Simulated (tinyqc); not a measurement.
Spin curve: spin coating of a resist or spin-on film: centrifugal thinning, evaporation and the final thickness (Emslie and Meyerhofer models). Computed by tinyqc, a small Python program. Command: `OMP_NUM_THREADS=1 python tinyqc.py 3111382 3111383 out.jsonl spincoat walk`. One thread of a shared host (Intel(R) Xeon(R) Processor @ 2.30GHz), about 0.09 s of CPU time with the checks.

A Newtonian film stays uniform over the wafer; solvent and solids have the same density and the concentration is uniform through the thickness.

Inputs (values chosen for the exercise, of the order of those of a polymer resist in an ester solvent):
```
quantity                                 value          unit
solids volume fraction c0                0.052             -
kinematic viscosity of the solvent nu_s    1.6        mm^2/s
viscosity constant k                      4100        mm^2/s
viscosity exponent gamma                   2.8             -
spin speed f                              6000           rpm
evaporation rate at 1000 rpm e0           0.16  micrometre/s
starting thickness h0                      400    micrometre
wafer radius R                             100            mm
```

Method:
- omega = 2 pi f/60; nu(c) = nu_s + k c^gamma; evaporation rate e = e0 sqrt(f/1000 rpm).
- Flow constant K = 2 omega^2/(3 nu(c0)); Reynolds number of the air omega R^2/nu_air with nu_air = 15 mm^2/s.
- Meyerhofer estimate: flow rules until (1 - c0) K h^3 = e, then evaporation alone: h_w = (e/((1 - c0) K))^(1/3), dry film c0 h_w.
- Full model for solids s and liquid l per area, h = s + l, c = s/h: ds/dt = -c Q, dl/dt = -(1 - c) Q - e, Q = 2 omega^2 h^3/(3 nu(c)); integrated adaptively (relative tolerance 1e-9) until l = 0.

dry film, estimate = 83.5573 nm

Dry film against speed:
```
f (rpm)  full model (nm)  estimate (nm)  time to dry (s)
500               325.23         289.45           60.288
1000              229.97         204.67           30.145
1500              187.77         167.11           20.097
2000              162.61         144.73           15.073
3000              132.77         118.17           10.049
4000              114.99         102.34            7.537
6000               93.89          83.56            5.024
```

What follows from these numbers?

The full thickness goes as f^-0.500; the estimate as (e/omega^2)^(1/3) = f^(-1/2). The time to dry goes as f^-1.00. A thickness window of 1 % allows a speed error of about 2 %. Caution: above a Reynolds number of about 3e5 the air flow near the rim turns turbulent, and evaporation is no longer uniform.
